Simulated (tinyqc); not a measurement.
Worked calculation: MP2 on RHF in the 3-21g basis, for H2, spin multiplicity 1. One step of it, computed by the program tinyqc.

Task: Second-order Moller-Plesset energy. E2 = sum_ijab (ia|jb) [2 (ia|jb) - (ib|ja)] / (e_i + e_j - e_a - e_b) over occupied i, j and virtual a, b; the opposite-spin part is (ia|jb)^2 / denominator, the rest is same-spin, and SCS-MP2 scales them by 6/5 and 1/3.

orbital energies (hartree): MO1 -0.495998, MO2 0.154413, MO3 1.131017, MO4 1.236812

Two-electron integrals over orbitals (pq|rs), unique and non-zero (hartree):
```
(11|11) 0.546660    (21|21) 0.124515    (22|11) 0.456544    (22|22) 0.426976
(31|11) 0.117553    (31|22) 0.076874    (31|31) 0.087923    (32|21) 0.030075
(32|32) 0.046361    (33|11) 0.514795    (33|22) 0.437514    (33|31) 0.123781
(33|33) 0.515482    (41|21) -0.077241   (41|32) -0.060742   (41|41) 0.096552
(42|11) -0.129203   (42|22) -0.080132   (42|31) -0.081564   (42|33) -0.131797
(42|42) 0.086365    (43|21) -0.141930   (43|32) -0.063776   (43|41) 0.124024
(43|43) 0.204571    (44|11) 0.548511    (44|22) 0.467786    (44|31) 0.157717
(44|33) 0.552933    (44|42) -0.157818   (44|44) 0.610269
```

Hartree-Fock energy = -1.06743796 hartree

Give: Terms; Pair energies; MP2 correlation energy; SCS-MP2 correlation energy; MP2 total energy.

Result:

Terms:
```
i  j  a  b  (ia|jb)  (ib|ja)  denominator     term
1  1  2  2   0.1245   0.1245      -1.3008  -0.0119
1  1  4  4   0.0966   0.0966      -3.4656  -0.0027
1  1  4  2  -0.0772  -0.0772      -2.3832  -0.0025
1  1  2  4  -0.0772  -0.0772      -2.3832  -0.0025
1  1  3  3   0.0879   0.0879      -3.2540  -0.0024
```

Pair energies (hartree; pair i-j sums ij and ji):
```
pair  opposite spin  same spin
1-1         -0.0220          0
```

MP2 correlation energy = -0.021991 hartree

SCS-MP2 correlation energy = -0.026389 hartree

MP2 total energy = -1.089429 hartree
